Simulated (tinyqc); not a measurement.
Nanowire ballistic transistor, top-of-the-barrier model: one step of the calculation.

At the top of the source barrier, states moving towards the drain are filled by the source (Fermi level 0) and states moving back by the drain (Fermi level -q Vd); nothing scatters. U is the shift of the band edge there, set by the capacitances CG, CD and CS (the total) and by the charge. Parabolic one-dimensional subband; the source is grounded.

Problem. Self-consistent potential at the barrier top. eta1 = -(E0 + U)/Vt, eta2 = eta1 - Vd/Vt, n = (N0/2)[F_(-1/2)(eta1) + F_(-1/2)(eta2)], F_(-1/2)(x) = (1/sqrt(pi)) int_0^infinity u^(-1/2)/(1 + exp(u - x)) du. U(out) = UL + q (n - n0)/CS. Newton step: U(new) = U + (U(out) - U)/(1 + CQ/CS), CQ = (q/Vt) dn/d(eta1) with both F' summed; F' = dF_(-1/2)/dx.

Values chosen for this exercise; mass and valleys close to those of silicon (two valleys):
```
symbol,value,unit,meaning
T,300,K,temperature
E0,0.34,eV,band edge at the barrier top above the source Fermi level at zero bias
Vd,0.05,V,drain voltage
```

Constants: q = 1.602176634e-19 C, kB = 1.380649e-23 J/K, Vt = kB T/q. Results are converted to the units shown.

U at the start (U = UL) = -0.5214 eV
N0 = 4.0194022e6 cm^-1
CS = 33.294584 pF/cm
n0 = 7.8057073 cm^-1
UL = -0.5214 eV

Give: eta1; eta2; n; U(out); CQ; U after iteration 1.

Solution.

eta1 = 7.017
eta2 = 5.083
n = 1.097e7 cm^-1
U(out) = -0.4686 eV
CQ = 6.054 pF/cm
U after iteration 1 = -0.4768 eV

Computed by the program tinyqc: `OMP_NUM_THREADS=1 python tinyqc.py 2400052 2400053 out.jsonl`, one thread of a shared Intel Xeon 2.30GHz, about 0.04 s for the whole run.
